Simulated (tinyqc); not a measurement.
# Worked calculation: resonant-tunnelling diode, transfer matrices and Tsu-Esaki current

Computed by the program tinyqc: `OMP_NUM_THREADS=1 python tinyqc.py 2600101 2600102 out.jsonl`, one thread of a shared Intel Xeon 2.30GHz, about 0.09 s for the whole run. Printed values are rounded.

Emitter (band edge 0), barrier d1, well Lw, barrier d2, collector (edge -V). The bias drops linearly over these layers and none in the contacts; each layer is cut into ns equal slices, flat at the value of their centres. E is the energy of motion across the layers, C = hbar^2/(2 m0), psi and psi'/m are continuous. Transport is coherent, T(E) is taken as independent of the transverse momentum, and charge in the well is ignored.

Values chosen for this exercise; masses and offsets of a made-up heterostructure:
- T = 77 K (temperature)
- mw = 0.26 m0 (mass in the well, spacer and contacts)
- U1 = 1 eV (barrier height)
- m1 = 0.51 m0 (barrier mass)
- d1 = 0.8 nm (emitter barrier)
- Lw = 1.8 nm (well width)
- d2 = 1 nm (collector barrier)
- ns = 1 (slices in each layer)
- Ef = 0.064 eV (Fermi energy of both contacts above their band edges)
- V = 0.2 V (bias of the collector)
- E = 0.08255 eV (trial energy)

Constants: q = 1.602176634e-19 C, kB = 1.380649e-23 J/K, hbar = 1.054571817e-34 J s, m0 = 9.1093837015e-31 kg, Vt = kB T/q, hbar^2/(2 m0) = 0.0380998212 eV nm^2. Results are converted to the units shown.

## Slices under bias

U = edge of the layer - V x/Lt at the centre x of each slice, Lt the summed thickness.

```
slice,U (eV),m (m0),width (nm)
0,0.977778,0.51,0.8
1,-0.094444,0.26,1.8
2,0.827778,0.51,1
```

## Running product of the slice matrices at the trial energy

For the pair (psi, psi'/m) a flat layer has M = [[cos kd, (m/k) sin kd], [-(k/m) sin kd, cos kd]] with k = sqrt(m (E - U)/C) above its edge U, and M = [[cosh Kd, (m/K) sinh Kd], [(K/m) sinh Kd, cosh Kd]] with K = sqrt(m (U - E)/C) below it. Later slices stand to the left. With M acting on (psi, psi'/m) and v = k/m in each lead, T(E) = 4 vL vR/[(vL vR M12 - M21)^2 + (vR M11 + vL M22)^2]. vL = sqrt(mw E/C)/mw, vR = sqrt(mw (E + V)/C)/mw.

Product after each layer:
```
,M11,M12 (nm),M21 (1/nm),M22
barrier d1,8.00561,1.17020,53.9138,8.00561
well,8.53825,1.27519,-52.4333,-7.71379
barrier d2,1.20440,0.402002,2.98379,1.82621
```

T(E) = 0.418615

## Transmission at three energies near the peak

three energies (eV): [0.082716, 0.083096, 0.083476]

The same product at each energy.

T(E) at these energies: [0.589759, 0.955575, 0.594763]

## Breit-Wigner parameters from a parabola through 1/T(E)

Near a resonance 1/T(E) = (1/Tp) [1 + (2 (E - Er)/G)^2]. With y = 1/T(E) at E0 - h, E0, E0 + h: a = (y1 + y3 - 2 y2)/(2 h^2), b = (y3 - y1)/(2 h), Er = E0 - b/(2 a), 1/Tp = y2 - b^2/(4 a), G = 2 sqrt(1/(Tp a)), tau = hbar/G.

Er = 0.0830981 eV
Tp = 0.955594
G = 0.970320 meV
tau = 678.345 fs

The true maximum of T(E) lies at 0.083097 eV with height 0.9556 and full width 0.9704 meV; the fitted G is within 0.01 % of that width.

## Current from the resonance alone

J = J0 times the integral over E > 0 of T(E) N(E), N = ln[(1 + exp((Ef - E)/Vt))/(1 + exp((Ef - V - E)/Vt))], J0 = q^2 mw m0 kB T/(2 pi^2 hbar^3) (times 1e-4 for A/cm^2 per eV). For a sharp resonance J = J0 (pi G/2) Tp N(Er), with Er the peak energy, Tp the peak transmission and G the full width at half maximum (in eV). The three values given are estimates from a parabola through three points of 1/T(E).

J0 = 2.79189e7 A/(cm^2 eV)
N(Er) = 0.0547095
J = 2.22469 kA/cm^2

The full integral over T(E) gives 2.566 kA/cm^2; the value above is 13 % below it. With the exact position, height and width of the peak (Er = 0.083097 eV, Tp = 0.9556, G = 0.9704 meV) the formula is 13 % below it.
